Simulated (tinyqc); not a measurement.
Schottky barrier on an n-type semiconductor with a doping step, non-linear Poisson equation by Newton steps: Capacitance-voltage profiling.

One dimension, metal at x = 0, donor density C(x) = N1 for x < x1 and Nd beyond. Energies are counted from the electron Fermi level of the semiconductor and the conduction-band edge is Ec = -psi, so n = Nc exp(psi/Vt); holes follow the Fermi level of the metal, at -V, so p = Nv exp((V - psi - Eg)/Vt). Ends: psi(0) = V - phiB and psi = Vt ln(Nd/Nc) deep inside. Boltzmann statistics, full ionisation, no current, no image force in the Poisson equation.

The Poisson equation d/dx(eps0 eps_r dpsi/dx) = -q (p - n + C) is solved on a mesh of about 1000 nodes or more that ends in neutral material. C_s = q d/dV of the integral of n over x, from the linearised equation. Probed depth w = eps0 eps_r/C_s; apparent doping N_app = C_s^3/(q eps0 eps_r dC_s/dV), the derivative by central differences over +/- 0.02 V.

Parameters, values chosen for the exercise; band and dielectric values those of a made-up semiconductor:
- T = 293 K (temperature)
- Eg = 1.42 eV (band gap)
- eps_r = 14.6 (relative permittivity)
- Nc = 2.94e19 cm^-3 (conduction-band density of states at T)
- Nv = 2.73e19 cm^-3 (valence-band density of states at T)
- Nd = 1.3e17 cm^-3 (donor density deep in the semiconductor)
- phiB = 0.84 eV (barrier height)
- x1 = 75 nm (depth of the doping step)
- N1 = 3.9e16 cm^-3 (donor density above the step)

Constants: q = 1.602176634e-19 C, kB = 1.380649e-23 J/K, Vt = kB T/q, eps0 = 8.8541878128e-14 F/cm where lengths are in cm. Results are converted to the units shown.

The same in every row: true C(w) (cm^-3) = 1.30e17.

Capacitance-voltage profiling:

| V (V) | C_s (nF/cm^2) | w (nm) | N_app (cm^-3) | \|E_0\| (kV/cm) |
|---|---|---|---|---|
| 0 | 116 | 111 | 1.29e17 | 94.5 |
| -0.2 | 106 | 122 | 1.30e17 | 112 |
| -0.4 | 98.2 | 132 | 1.30e17 | 127 |
| -0.6 | 91.9 | 141 | 1.30e17 | 142 |
| -0.8 | 86.6 | 149 | 1.30e17 | 156 |
| -1 | 82.1 | 157 | 1.30e17 | 169 |
| -1.2 | 78.3 | 165 | 1.30e17 | 181 |
| -1.4 | 75.0 | 172 | 1.30e17 | 193 |
| -1.6 | 72.0 | 179 | 1.30e17 | 205 |
| -1.8 | 69.4 | 186 | 1.30e17 | 216 |
| -2 | 67.0 | 193 | 1.30e17 | 226 |

C_s falls from 116 to 67.0 nF/cm^2 while the probed depth goes from 111 to 193 nm. The apparent doping rises from 1.29e17 to 1.30e17 cm^-3. It departs most from the true doping at that depth for V = 0 V, where it is 0.53 % below it; so the doping is read well over the depths probed. The step lies inside the layer that is depleted at zero bias and is not seen.

Program tinyqc, `OMP_NUM_THREADS=1 python tinyqc.py 2020062 2020063 out.jsonl`; Intel Xeon 2.30GHz, shared host, one thread, about 0.09 s.
